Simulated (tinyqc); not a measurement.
Single-oscillator infrared dielectric function of a polar cubic crystal: one step, computed by the program tinyqc. Command: `OMP_NUM_THREADS=1 python tinyqc.py 3007433 3007434 out.jsonl infrared walk`. One thread of a shared host (Intel(R) Xeon(R) Processor @ 2.30GHz), about 0.01 s of CPU time with the checks.

One ion pair, charges +Z* and -Z*, in a cell of volume Omega = a^3/4. Frequencies omega are given as wavenumbers (1/cm); eps_s is the static dielectric constant.

Question. Optical constants at the probe frequency. eps(omega) = eps_inf + W^2/(omega_TO^2 - omega^2 - i gamma omega); n + i k = sqrt(eps) with k >= 0; R = |(n + i k - 1)/(n + i k + 1)|^2 at normal incidence from vacuum. omega is the probe ratio times omega_TO. Intensity decays over 1/(4 pi omega k); the loss function is Im(-1/eps).

Inputs (values chosen for the exercise, modelled on potassium chloride):
```
quantity                    value  unit
omega_TO                      145  1/cm
eps_inf                      2.24     -
phonon damping gamma          4.8  1/cm
probe frequency / omega_TO   1.39     -
```

Structure: rock salt. Free carriers: absent.

W = 241.3116 1/cm

Give: omega; Re eps; Im eps; n; k; reflectivity R; penetration depth of the intensity; loss function.

Answer.

omega = 201.55 1/cm

Re eps = -0.72415

Im eps = 0.14633

n = 0.085546

k = 0.85526

reflectivity R = 0.82084

penetration depth of the intensity = 4.6165 micrometre

loss function = 0.26809

Re eps is negative: the wave is evanescent and the crystal reflects like a metal.
